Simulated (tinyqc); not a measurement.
# Delay unit and parasitic delay from two ring oscillators

Question. A ring of 21 inverters oscillates at 1/(2 x 21 d), with stage delay d = tau (h + p) for fan-out h. Find tau, p and the delay at fan-out 4.

frequencies of 21-stage ring oscillators with fan-out 1 and 6 (GHz): 2.0264114  0.47241494

Solution. d is a straight line in h with slope tau and intercept tau p.

tau = 7.730 ps
p = 0.5200
delay at fan-out 4 = 34.94 ps

Computed by the program tinyqc: `OMP_NUM_THREADS=1 python tinyqc.py 2082020 2082021 out.jsonl`, one thread of a shared Intel Xeon 2.30GHz, about 0.01 s for the whole run.
